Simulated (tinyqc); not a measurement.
Inside a calculation. Method: RHF in the sto-6g basis, for BeH+, spin multiplicity 1. One step of it, computed by the program tinyqc.

Question. Iteration 2: building the Fock matrix. J_ij = sum D_kl (ij|kl), K_ij = sum D_kl (ik|jl); F = H + J - 0.5 K; E = tr D H + tr D J / 2 - 0.25 tr D K + E_nn.

D after iteration 1, lower triangle:
```
            1Be 1s    1Be 2s   1Be 2px   1Be 2py   1Be 2pz     2H 1s
1Be 1s    2.087128
1Be 2s   -0.319222  1.176152
1Be 2px   0.000000  0.000000  0.000000
1Be 2py   0.000000  0.000000  0.000000  0.000000
1Be 2pz  -0.061285  0.227826  0.000000  0.000000  0.044131
2H 1s    -0.175919  0.623076  0.000000  0.000000  0.120691  0.330103
```

core Hamiltonian H = T + V (hartree), lower triangle:
```
            1Be 1s     1Be 2s    1Be 2px    1Be 2py    1Be 2pz      2H 1s
1Be 1s   -8.269694
1Be 2s   -1.940571  -2.394622
1Be 2px   0.000000   0.000000  -1.925179
1Be 2py   0.000000   0.000000   0.000000  -1.925179
1Be 2pz  -0.012733  -0.115206   0.000000   0.000000  -2.009782
2H 1s    -0.288211  -0.821368   0.000000   0.000000  -0.933057  -1.762724
```

Two-electron integrals (ij|kl) in chemists' order, unique and non-zero (hartree):
```
(11|11) 2.299996   (21|11) 0.361879   (21|21) 0.071926   (22|11) 0.570332
(22|21) 0.139654   (22|22) 0.417773   (31|31) 0.015252   (32|31) 0.022555
(32|32) 0.092340   (33|11) 0.570332   (33|21) 0.139654   (33|22) 0.417773
(33|33) 0.450117   (41|41) 0.015252   (42|41) 0.022555   (42|42) 0.092340
(43|43) 0.024258   (44|11) 0.570332   (44|21) 0.139654   (44|22) 0.417773
(44|33) 0.401601   (44|44) 0.450117   (51|51) 0.015252   (52|51) 0.022555
(52|52) 0.092340   (53|53) 0.024258   (54|54) 0.024258   (55|11) 0.570332
(55|21) 0.139654   (55|22) 0.417773   (55|33) 0.401601   (55|44) 0.401601
(55|55) 0.450117   (61|11) 0.054063   (61|21) 0.010455   (61|22) 0.020295
(61|33) 0.020127   (61|44) 0.020127   (61|51) 0.001039   (61|52) 0.002042
(61|55) 0.020631   (61|61) 0.001608   (62|11) 0.152123   (62|21) 0.037973
(62|22) 0.126427   (62|33) 0.121418   (62|44) 0.121418   (62|51) 0.005238
(62|52) 0.032719   (62|55) 0.136446   (62|61) 0.006145   (62|62) 0.060800
(63|31) 0.003355   (63|32) 0.015981   (63|53) 0.005424   (63|63) 0.005027
(64|41) 0.003355   (64|42) 0.015981   (64|54) 0.005424   (64|64) 0.005027
(65|11) 0.171454   (65|21) 0.043278   (65|22) 0.150211   (65|33) 0.141437
(65|44) 0.141437   (65|51) 0.008385   (65|52) 0.050781   (65|55) 0.167759
(65|61) 0.007301   (65|62) 0.081692   (65|65) 0.112490   (66|11) 0.322770
(66|21) 0.082072   (66|22) 0.306187   (66|33) 0.284785   (66|44) 0.284785
(66|51) 0.012310   (66|52) 0.101698   (66|55) 0.348994   (66|61) 0.013619
(66|62) 0.193432   (66|65) 0.274365   (66|66) 0.774999
```

nuclear repulsion = 1.29462315 hartree

Give: Coulomb J; exchange K; Fock matrix F; total energy of this density.

Answer.

Coulomb J (hartree), lower triangle:
```
         1Be 1s  1Be 2s  1Be 2px  1Be 2py  1Be 2pz  2H 1s
1Be 1s    5.584
1Be 2s    0.961   1.899
1Be 2px   0.000   0.000    1.883
1Be 2py   0.000   0.000    0.000    1.883
1Be 2pz   0.021   0.125    0.000    0.000    1.931
2H 1s     0.145   0.619    0.000    0.000    0.753  1.600
```

exchange K (hartree), lower triangle:
```
         1Be 1s  1Be 2s  1Be 2px  1Be 2py  1Be 2pz  2H 1s
1Be 1s    4.649
1Be 2s    0.726   0.729
1Be 2px   0.000   0.000    0.149
1Be 2py   0.000   0.000    0.000    0.149
1Be 2pz   0.005   0.261    0.000    0.000    0.284
2H 1s     0.111   0.492    0.000    0.000    0.344  0.671
```

Fock matrix F (hartree), lower triangle:
```
         1Be 1s  1Be 2s  1Be 2px  1Be 2py  1Be 2pz   2H 1s
1Be 1s   -5.011
1Be 2s   -1.343  -0.860
1Be 2px   0.000   0.000   -0.117
1Be 2py   0.000   0.000    0.000   -0.117
1Be 2pz   0.005  -0.121    0.000    0.000   -0.221
2H 1s    -0.199  -0.448    0.000    0.000   -0.352  -0.498
```

total energy of this density = -14.76617 hartree
